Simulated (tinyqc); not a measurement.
# From remote-charge mobility back to distance d of the charges from the interface

Model: low-temperature mobility of a two-dimensional electron gas with static screening. Computed by tinyqc, a small Python program. Command: `OMP_NUM_THREADS=1 python tinyqc.py 3030965 3030966 out.jsonl twodeg inv`. One thread of a shared host (Intel(R) Xeon(R) Processor @ 2.30GHz), about 0.01 s of CPU time with the checks.

One subband is filled, the gas is degenerate and scatters at the Fermi circle; one permittivity serves on both sides of the interface. All formulas are in SI units, masses times m_0. Piezoelectric and polar phonons are left out, and n_s is taken as set by a gate, independent of N_i.

Inputs (values chosen for the exercise, modelled on a strained silicon well):
```
quantity                     value    unit
in-plane mass m              0.188     m_0
mass across the layer m_z    0.928     m_0
permittivity eps              11.9       -
valley degeneracy g_v            2       -
sheet density n_s          1.6e+12  1/cm^2
depletion charge N_d       4.4e+10  1/cm^2
roughness height Delta        0.57      nm
correlation length Lambda      2.5      nm
remote charge density N_i  5.4e+10  1/cm^2
temperature T                   77       K
```

Wave function: Fang-Howard. Roughness spectrum: Gaussian.

Constants: m_0 = 9.1093837015e-31 kg; e = 1.602176634e-19 C; eps_0 = 8.8541878128e-12 F/m; hbar = 1.054571817e-34 J s.

Method:
- k_F = sqrt(2 pi n_s/g_v); E_F = hbar^2 k_F^2/(2 m); q_TF = g_v m e^2/(2 pi eps eps_0 hbar^2); Fang-Howard parameter b = [12 m_z e^2 (N_d + 11 n_s/32)/(eps eps_0 hbar^2)]^(1/3), mean depth 3/b; effective field F = e (N_d + n_s/2)/(eps eps_0).
- Form factors with u = q/b: screening G(q) = [1 + 9u/8 + 3u^2/8]/(1 + u)^3, remote charge P(q) = exp(-q d)/(1 + u)^3. Dielectric function eps(q) = 1 + q_TF G(q)/q, with q = 2 k_F sin(theta/2).
- Remote charges: <|U|^2> = N_i [e^2 P(q)/(2 eps eps_0 q)]^2.
- 1/tau_t = (m/(pi hbar^3)) int_0^pi (1 - cos theta) <|U|^2>/eps(q)^2 dtheta; the quantum rate 1/tau_q drops the factor (1 - cos theta); 200 Gauss-Legendre points in s with theta = pi s^2, s from 0 to 1; mu = e tau_t/m.

Question. A run gave the result below. Find the distance d of the charges from the interface, known to lie between 4.6 and 12 nm.

remote-charge mobility = 3.345318e+06 cm^2/(V s)

Answer.

Each step takes the trial c = (a f_b - b f_a)/(f_b - f_a), f being the result less the target and a, b, c the logarithms of the listed values; c replaces end b, the old b replaces a if the sign of f changed, and otherwise f_a is halved.

Scan of the range:
```
distance d of the charges from the interface (nm)  remote-charge mobility (cm^2/(V s))
4.60                                                                       7.83133e+05
5.40                                                                       1.12034e+06
6.33                                                                       1.63300e+06
7.43                                                                       2.42808e+06
8.72                                                                       3.65147e+06
10.20                                                                      5.48675e+06
12.00                                                                      8.41903e+06
```

False position (Illinois rule, in the logarithm of the input) inside the bracket:
```
step    end a    end b    trial  remote-charge mobility (cm^2/(V s))
1     7.43000  8.72000  8.37755                          3.29421e+06
2     8.72000  8.37755  8.42571                          3.34299e+06
3     8.72000  8.42571  8.43005                          3.34741e+06
4     8.42571  8.43005  8.42800                          3.34532e+06
5     8.43005  8.42800  8.42800                          3.34532e+06
```

Remote-charge mobility rises at every point of a 13-point scan of the range (every second point is shown), so one value fits; it is bracketed by 7.43 and 8.72. Answer: distance d of the charges from the interface = 8.428 nm.

Caution: k_B T exceeds a quarter of E_F, so scattering at the Fermi circle alone and zero-temperature screening are rough.
